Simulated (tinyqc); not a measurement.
The network against temperature: hopping conduction between localised states. Computed by tinyqc, a small Python program. Command: `OMP_NUM_THREADS=1 python tinyqc.py 3006494 3006495 out.jsonl hop walk`. One thread of a shared host (Intel(R) Xeon(R) Processor @ 2.30GHz), about 0.01 s of CPU time with the checks.

Energies are counted from the Fermi level. A small network shows the mechanism; the laws of an infinite system follow.

Inputs (values chosen for the exercise, for a model impurity band): localisation length xi = 5.3 nm; temperature T = 14 K.

Dimension: 3D.

sites of the small network (nm, nm, meV):
```
       x      y  energy
1      0  10.73    1.11
2   7.77   7.15    8.59
3   15.3  11.69    0.91
4  23.06   8.65    4.34
5  27.22   5.93   -11.4
6   38.2   9.93     6.5
7     44   6.72    1.12
```

Constants: k_B = 8.617333262e-05 eV/K.

Method:
- Miller-Abrahams exponent s_ij = 2 r_ij/xi + (|E_i| + |E_j| + |E_i - E_j|)/(2 k_B T); G_ij = G_0 exp(-s_ij).
- Site 1 is held at potential 1 and site 7 at 0; Kirchhoff's law sum_j G_ij (u_i - u_j) = 0 fixes the others; G = sum_j G_1j (1 - u_j).
- Critical exponent s_c: the smallest value such that bonds with s_ij <= s_c connect site 1 with site 7.
- The last column is the length of the critical bond.

Network:

| T (K) | -ln(G/G_0) | s_c | critical hop (nm) |
|---|---|---|---|
| 4.2 | 14.085 | 14.086 | 29.127 |
| 6.3 | 12.994 | 13.054 | 29.127 |
| 9.8 | 11.743 | 12.318 | 29.127 |
| 14.0 | 10.405 | 11.121 | 15.194 |
| 21.0 | 9.011 | 9.325 | 15.194 |
| 35.0 | 7.724 | 7.889 | 15.194 |
| 70.0 | 6.491 | 6.811 | 15.194 |
| 210.0 | 5.424 | 5.399 | 11.686 |

What follows from these numbers?

-ln(G/G_0) follows s_c within 0.8. The critical hop is 29.1 nm long at the lowest T and 11.7 nm at the highest: on cooling the carrier goes farther to find a site of nearer energy, which is variable-range hopping.

Extremes, crossings and ranges named in words are read from the listed rows.
